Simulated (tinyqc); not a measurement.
Binary melting diagram from solution models of liquid and solid: one step, computed by the program tinyqc.

x is the fraction of B. In a phase with interaction L: mu_A = G_A + R T ln(1 - x) + L x^2, mu_B = G_B + R T ln x + L (1 - x)^2. Melting: G(liquid) - G(solid) = H (1 - T/T_m) for each pure component.

Task: Temperature and melting free energies. T = T_A + u (T_B - T_A). The ideal solution has k_A = exp(dG_A/(R T)) = (1 - xs)/(1 - xl) and k_B = exp(dG_B/(R T)) = xs/xl, so xl = (1 - k_A)/(k_B - k_A).

Inputs (values chosen for the exercise, modelled on Si-Ge):
```
quantity,value,unit
melting point T_A,1687,K
melting point T_B,1211,K
heat of melting H_A,50.5,kJ/mol
heat of melting H_B,37.2,kJ/mol
"position of T, (T - T_A)/(T_B - T_A)",0.21,-
```

Diagram: complete solid solution (lens).

Constants: R = 8.314462618 J/(mol K).

Give: T; dG_A; dG_B; ideal liquidus xl; ideal solidus xs.

Result:

T = 1587.04 K

dG_A = 2.9923 kJ/mol

dG_B = -11.551 kJ/mol

ideal liquidus xl = 0.30380

ideal solidus xs = 0.12659
